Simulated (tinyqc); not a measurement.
## Inverter chain driving a load

N inverters, each f = Hc^(1/N) times larger than the one before: delay tau N (f + pp). Switched capacitance in units of the first input, with output capacitance pp times the input: Hc + (1 + pp)(Hc - 1)/(f - 1).

Inputs (values chosen for the exercise): load over the input capacitance of the chain Hc = 180; parasitic delay of an inverter pp = 0; delay unit tau = 3.8 ps.

Inverter chain driving a load:
```
N,f,delay (ps),switched capacitance
2,13.416,101.96,194.42
3,5.6462,64.367,218.53
4,3.6628,55.675,247.22
5,2.8252,53.679,278.07
6,2.3762,54.177,310.07
7,2.0998,55.855,342.75
8,1.9139,58.181,375.87
9,1.7807,60.899,409.29
```

Read the table: what changes, and by how much?

The delay goes from 102 through a minimum of 53.7 (at N = 5 among the rows listed) to 60.9 ps. The best stage effort solves pp + rho (1 - ln rho) = 0, rho = 2.72, which gives N = ln Hc/ln rho = 5.19. One stage fewer than the best costs 3.7 % in delay and saves 11 % of the switched capacitance.

Numbers from tinyqc (`OMP_NUM_THREADS=1 python tinyqc.py 2082033 2082034 out.jsonl`; about 0.01 s on one thread of a shared Intel Xeon 2.30GHz).
